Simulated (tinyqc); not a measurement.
Thermoelectric coefficients with electrons and holes, Landauer integrals: one step of the calculation.

Bulk parabolic band, x = (E - Ec)/kB T, C = hbar^2/(2 m0), kB T in eV. Modes per area gv m kB T x/(4 pi C) times the back-scattering length l0 x^rr give the transport function s0 X(x), s0 = (2 q^2/h) gv m kB T l0/(4 pi C), X = x^(1 + rr). Holes have the same form with the prefactor bb s0 and the reduced level -eta - xg in place of eta. I_k = int X (x - eta)^k w dx, w = 1/(4 cosh^2((x - eta)/2)).

Problem. The three integrals on a coarse grid. Simpson's rule on nE equally spaced points from xa to xe.

Inputs (values chosen for the exercise):
```
symbol  value  unit                             meaning
rr          1            energy exponent of that length
eta       0.8        reduced Fermi level (EF - Ec)/kB T
xa          0                     lower end of the grid
xe         13                     upper end of the grid
nE         15                        points of the grid
```

Wanted: x; X; w; X w; I_0, I_1, I_2 on this grid.

Solution.

```
point      x       X         w       X w
0       0.00       0    0.2139         0
1       0.93  0.8622    0.2490    0.2147
2       1.86   3.449    0.1914    0.6600
3       2.79   7.760    0.1061    0.8237
4       3.71   13.80   0.04880    0.6733
5       4.64   21.56   0.02054    0.4428
6       5.57   31.04  0.008327    0.2585
7       6.50   42.25  0.003324    0.1404
8       7.43   55.18  0.001319   0.07276
9       8.36   69.84  5.218e-4   0.03644
10      9.29   86.22  2.063e-4   0.01779
11     10.21   104.3  8.154e-5  0.008507
12     11.14   124.2  3.222e-5  0.004001
13     12.07   145.7  1.273e-5  0.001855
14     13.00   169.0  5.030e-6  8.501e-4
```

I_0, I_1, I_2 on this grid: [3.110, 8.454, 32.29]

Range of the model: Parabolic bands, elastic scattering and a fixed kL make these model figures, not those of a material.

Numbers from tinyqc (`OMP_NUM_THREADS=1 python tinyqc.py 2800128 2800129 out.jsonl`; about 0.04 s on one thread of a shared Intel Xeon 2.30GHz).
